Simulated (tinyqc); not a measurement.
Dose and depth of a threshold implant.

Question. A sheet of D acceptors per cm^2 lies at depth xi inside the depleted layer of a body doped Na. In the depletion approximation VT = Vfb + f2 + q D/Cox + gamma sqrt(f2 + Vsb - q D xi/(eps0 eps_r)), gamma = sqrt(2 eps0 eps_r q Na)/Cox, Cox = eps0 eox/tox. Find gamma, D and xi.

Inputs (values chosen for the exercise); band and dielectric values close to those of silicon: relative permittivity eps_r = 11.9; acceptor density deep in the body Na = 2.9e17 cm^-3; relative permittivity of the gate insulator (close to silicon dioxide) eox = 3.9; insulator thickness tox = 4.5 nm; flat-band voltage Vfb = -0.55 V; band bending 2 phiF at threshold f2 = 0.946 V.

Constants: q = 1.602176634e-19 C, eps0 = 8.8541878128e-14 F/cm where lengths are in cm. Results are converted to the units shown.

VT against the source at Vsb = 0 and 2.7 V (V): 0.90919027  1.3138346

Solution. With y^2 = f2 - q D xi/(eps0 eps_r) and d the difference of the thresholds over gamma, sqrt(y^2 + Vsb) - y = d gives y = (Vsb - d^2)/(2 d). The first threshold then gives D, and y^2 gives xi.

gamma = 0.408 V^0.5
D = 7.70e11 cm^-2
xi = 17.0 nm

Computed by the program tinyqc: `OMP_NUM_THREADS=1 python tinyqc.py 2080062 2080063 out.jsonl`, one thread of a shared Intel Xeon 2.30GHz, about 0.3 s for the whole run.
